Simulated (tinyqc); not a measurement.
Gated two-dimensional channel with two bands, quantum capacitance: one step of the calculation.

phi is the Fermi level above the lowest band edge, in volts; Vg is counted from the gate voltage at which an empty channel would have phi = 0. The channel has no thickness; trap charge is -q Dit phi.

Task. Charge and capacitances at the solution. D1 = gv md m0 q/(pi hbar^2), D2 = g2 m2 m0 q/(pi hbar^2) per eV; n1 = D1 Vt ln(1 + exp(phi/Vt)), n2 = D2 Vt ln(1 + exp((phi - E2)/Vt)), n = n1 + n2; Cq = q dn/dphi = q [D1/(1 + exp(-phi/Vt)) + D2/(1 + exp((E2 - phi)/Vt))]. 1/C_G = 1/Cox + 1/(Cq + q Dit); dphi/dVg = Cox/(Cox + Cq + q Dit).

Inputs (values chosen for the exercise); lowest band close to that of a thin silicon body:
- T = 300 K (temperature)
- md = 0.195 m0 (in-plane mass)
- gv = 2 (valley degeneracy)
- m2 = 0.22 m0 (in-plane mass of a second band, chosen freely)
- g2 = 6 (valley degeneracy of that band, chosen freely)
- E2 = 0.25 eV (second band edge above the first)
- Dit = 1.2e12 cm^-2 eV^-1 (density of traps)

Constants: q = 1.602176634e-19 C, kB = 1.380649e-23 J/K, hbar = 1.054571817e-34 J s, m0 = 9.1093837015e-31 kg, Vt = kB T/q. Results are converted to the units shown.

converged phi = -0.0096031583 V
Cox = 0.69116874 uF/cm^2

Wanted: n; Cq; C_G; dphi/dVg.

Result.

n = 2.2099e12 cm^-2
Cq = 10.658 uF/cm^2
C_G = 0.64978 uF/cm^2
dphi/dVg = 0.059884

C_G is 94.0 % of Cox.

Numbers from tinyqc (`OMP_NUM_THREADS=1 python tinyqc.py 2200139 2200140 out.jsonl`; about 0.01 s on one thread of a shared Intel Xeon 2.30GHz).
